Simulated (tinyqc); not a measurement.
Along the matched line: quaternary alloy A(x)B(1-x)C(y)D(1-y) matched to a substrate.

Q(x,y) = x y Q_AC + x (1 - y) Q_AD + (1 - x) y Q_BC + (1 - x)(1 - y) Q_BD for the lattice constant. Gap, rule 1: Q(x,y) - x (1 - x)[y C_ABC + (1 - y) C_ABD] - y (1 - y)[x C_ACD + (1 - x) C_BCD]. Rule 2 (mean of ternaries): {x (1 - x)[y T_ABC(x) + (1 - y) T_ABD(x)] + y (1 - y)[x T_ACD(y) + (1 - x) T_BCD(y)]}/{x (1 - x) + y (1 - y)}, T_ABC(x) = x E_AC + (1 - x) E_BC - C_ABC x (1 - x), T_ACD(y) = y E_AC + (1 - y) E_AD - C_ACD y (1 - y), and alike. Only the Gamma valley is followed.

Matching a(x,y) = a_s gives x = (a_s - y a_BC - (1 - y) a_BD)/(y (a_AC - a_BC) + (1 - y)(a_AD - a_BD)).
Constants: hc = 1239.841984 eV nm.

Values chosen for the exercise (AC, AD, BC, BD near GaAs, GaP, InAs and InP; substrate near GaAs; shifted at random, so the results belong to these values and not to a real crystal):
- a = (5.649, 5.451, 6.054, 5.875) angstrom (lattice constants of AC, AD, BC, BD)
- Eg = (1.503, 2.893, 0.415, 1.409) eV (gaps at Gamma of AC, AD, BC, BD)
- Cb = (0.517, 0.586, 0.182, 0.101) eV (bowing of ABC, ABD, ACD, BCD)
- a_s = 5.649 angstrom (substrate)

x follows from y.

Results:
```
y          x  bilinear (eV)  rule 1 (eV)  rule 2 (eV)  wavelength 1 (nm)  wavelength 2 (nm)
0.01  0.5375         2.1946       2.0476       2.0546                606                603
0.13  0.5913         2.1269       1.9706       2.0265                629                612
0.25  0.6458         2.0549       1.8961       1.9705                654                629
0.37  0.7008         1.9786       1.8243       1.9036                680                651
0.49  0.7565         1.8978       1.7555       1.8313                706                677
0.61  0.8128         1.8125       1.6900       1.7560                734                706
0.85  0.9272         1.6279       1.5699       1.6009                790                774
0.97  0.9854         1.5286       1.5158       1.5226                818                814
```

Give the missing row, y = 0.73.

Computed row:
```
y          x  bilinear (eV)  rule 1 (eV)  rule 2 (eV)  wavelength 1 (nm)  wavelength 2 (nm)
0.73  0.8697         1.7225       1.6280       1.6789                762                738
```

The matched alloys span 1.516 to 2.048 eV by rule 1, monotonically in y. Along the line dx/dy is +0.449 between the first two rows and +0.485 between the last two. In energy the two rules differ most at y = 0.37, by 79 meV (28 nm there), which measures how far the ternary data leave the interior open. Miscibility gaps are not considered.

tinyqc: `OMP_NUM_THREADS=1 python tinyqc.py 1081251 1081252 out.jsonl`; about 0.01 s, one thread, shared Intel(R) Xeon(R) Processor @ 2.30GHz.
